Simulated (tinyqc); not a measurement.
Worked calculation: one anharmonic mode: perturbation theory, self-consistent phonons and exact levels. Computed by tinyqc, a small Python program that keeps every step. Command: `OMP_NUM_THREADS=1 python tinyqc.py 3025118 3025119 out.jsonl scp walk`. One thread of a shared host (Intel(R) Xeon(R) Processor @ 2.30GHz), about 0.03 s of CPU time with the checks. Intermediate numbers are printed to about 7 digits and carried at full precision; extremes and crossings named in words are read from the listed rows.

V(x) = k x^2/2 + b x^4 for one coordinate x of mass M. A constant K > 0 gives hbar Omega = sqrt((hbar^2/u) K/M) with K in eV/angstrom^2 and M in u.

Inputs (values chosen for the exercise, for a model mode):
```
quantity                           value           unit
mode mass M                         90.2              u
harmonic constant k               -0.663  eV/angstrom^2
quartic constant b                  29.2  eV/angstrom^4
temperature T                         92              K
mixing                              0.25              -
basis size N of the small matrix       7              -
```

Shape: double well.

Constants: hbar^2/u = 4.18015928e-03 eV angstrom^2; k_B = 8.617333262e-05 eV/K.

## Shape of the double well

Minima at x_0 = sqrt(-k/(4 b)), depth k^2/(16 b), curvature -2k there.

x_0 = 0.07534169 angstrom

well depth = 0.9408583 meV

harmonic quantum in a well = 7.839077 meV

depth / zero-point energy of a well = 0.2400431

The zero-point energy exceeds the depth, so the ground state spreads over the barrier.

## Self-consistent cycle

Self-consistent phonon, centred at x = 0: K = k + 12 b <x^2>, <x^2> = (hbar Omega/(2K)) coth(hbar Omega/(2 k_B T)). Start at K = |k|; K(new) = K + mixing x (K_out - K), but at least K/20; stop when |K_out - K| < 1e-9 |k| or after 90 steps.

Iterations:
```
step  K (eV/angstrom^2)  hbar Omega (meV)     K_out     K_out - K
0              0.663000          5.543064  3.696289  3.033289e+00
1              1.421322          8.115951  1.459266  3.794364e-02
2              1.430808          8.142989  1.446289  1.548103e-02
3              1.434678          8.153995  1.441044  6.365492e-03
4              1.436270          8.158516  1.438895  2.625553e-03
5              1.436926          8.160380  1.438011  1.084337e-03
6              1.437197          8.161150  1.437645  4.480601e-04
7              1.437309          8.161468  1.437494  1.851835e-04
8              1.437356          8.161599  1.437432  7.654334e-05
...                 ...               ...       ...           ...
14             1.437388          8.161691  1.437388  3.818411e-07
15             1.437388          8.161691  1.437388  1.578393e-07
16             1.437388          8.161692  1.437388  6.524503e-08
17             1.437388          8.161692  1.437388  2.696993e-08
18             1.437388          8.161692  1.437388  1.114839e-08
19             1.437388          8.161692  1.437388  4.608342e-09
20             1.437388          8.161692  1.437388  1.904921e-09
21             1.437388          8.161692  1.437388  7.874252e-10
22             1.437388          8.161692  1.437388  3.254934e-10
```

converged (1 yes, 0 no) = 1

self-consistent K = 1.437388 eV/angstrom^2

Converged at step 22.

## Self-consistent results

Its free energy is F = k_B T ln[2 sinh(hbar Omega/(2 k_B T))] + (k - K)<x^2>/2 + 3 b <x^2>^2, an upper bound to the exact one.

self-consistent quantum = 8.161692 meV

self-consistent <x^2> = 0.005994259 angstrom^2

self-consistent free energy = -2.570146 meV

## Hamiltonian in a small basis

Basis: oscillator states n of the constant |k|, with x = s (a + a+), s^2 = hbar Omega/(2|k|); H = hbar Omega (n + 1/2) + (k - |k|) x^2/2 + b x^4, with exact matrix elements of x^2 and x^4.

H (meV), lower triangle (symmetric):
```
        1       2        3        4        5        6         7
1  1.5308
2  0.0000  7.6540
3  0.4102  0.0000  19.9003
4  0.0000  5.7100   0.0000  38.2699
5  2.4998  0.0000  15.1457   0.0000  62.7626
6  0.0000  5.5897   0.0000  28.6809   0.0000  93.3785
7  0.0000  0.0000   9.6816   0.0000  46.3061   0.0000  130.1175
```

## Levels in the small basis

Diagonalise H.

levels (meV): 1.3871  6.6209  14.7949  26.5313  42.6409  106.1501  155.4883

## Exact levels and averages

Exact values use 120 basis states: F = -k_B T ln sum exp(-E_n/(k_B T)), and <x^2> is the Boltzmann mean.

lowest exact levels (meV): 1.38320  6.49797  14.66332  24.18135  34.86800  46.51572

E_1 - E_0 = 5.114769 meV

exact free energy = -3.219810 meV

exact <x^2> = 0.007396375 angstrom^2

The self-consistent free energy lies 0.650 meV above the exact one, and its <x^2> is -19.0 % off. The small basis misses E_0 by 0.00389 meV.

## Three descriptions against temperature

The classical <x^2> is int x^2 exp(-V/(k_B T)) dx / int exp(-V/(k_B T)) dx (2001 points over six exact widths each way).

Results; columns: (1) T (K); (2) hbar Omega, self-consistent (meV); (3) <x^2>, self-consistent; (4) <x^2>, exact; (5) F, self-consistent (meV); (6) F, exact (meV); (7) <x^2>, classical:
```
(1)       (2)          (3)          (4)        (5)          (6)          (7)
3.2  5.822387  0.003979745  0.004425849   1.523752     1.383199  0.005121448
7.7  5.823264  0.003980374  0.004428316   1.523650     1.382902  0.004730953
16   5.901321  0.004036732  0.004557708   1.503984     1.349757  0.004857545
29   6.291229  0.004329488  0.005088143   1.293424     1.068520  0.005353616
51   7.044198  0.004947837  0.006022631  0.3895888  0.008895724  0.006176008
90   8.114800  0.005947257  0.007337364  -2.396667    -3.034009  0.007400946
150  9.301503  0.007220021  0.008894873  -8.542271    -9.527423  0.008916233
260  10.79955  0.009074386   0.01109633  -23.34772    -24.90994   0.01109879
```

The self-consistent quantum hardens from 5.82 to 10.80 meV, since a wider spread samples the steep quartic walls, and it is real at all T although k is negative. Its <x^2> misses by -10.1 % at the lowest T and -18.2 % at the highest; the excess in F runs from 0.141 to 1.562 meV. The classical value is 1.16 of the exact one at the lowest T and 1.000 at the highest.

Checks made by the program: dF/dK = 0 at the solution (relative difference below 1e-10).
